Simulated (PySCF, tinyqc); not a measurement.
RHF in the sto-3g basis, for H2, spin multiplicity 1, step by step. The lowest restricted solution is unstable here: a spin-polarised one lies 0.0007 hartree lower (PySCF). One step of it, computed by the program tinyqc.

Question. Iteration 1: building the Fock matrix. J_ij = sum D_kl (ij|kl), K_ij = sum D_kl (ik|jl); F = H + J - 0.5 K; E = tr D H + tr D J / 2 - 0.25 tr D K + E_nn.

D at the start:
```
          1H 1s     2H 1s
1H 1s  1.565042  0.414287
2H 1s  0.414287  0.109667
```

core Hamiltonian H = T + V (hartree):
```
           1H 1s      2H 1s
1H 1s  -0.905158  -0.521178
2H 1s  -0.521178  -0.905158
```

Two-electron integrals (ij|kl) in chemists' order, unique and non-zero (hartree):
```
(11|11) 0.774606   (21|11) 0.230789   (21|21) 0.094142   (22|11) 0.420922
(22|21) 0.230789   (22|22) 0.774606
```

nuclear repulsion = 0.44506073 hartree

Give: Coulomb J; exchange K; Fock matrix F; total energy of this density.

Answer.

Coulomb J (hartree):
```
        1H 1s   2H 1s
1H 1s  1.4497  0.4645
2H 1s  0.4645  0.9349
```

exchange K (hartree):
```
        1H 1s   2H 1s
1H 1s  1.4138  0.5999
2H 1s  0.5999  0.4235
```

Fock matrix F (hartree):
```
         1H 1s    2H 1s
1H 1s  -0.1624  -0.3566
2H 1s  -0.3566  -0.1820
```

total energy of this density = -0.813596 hartree
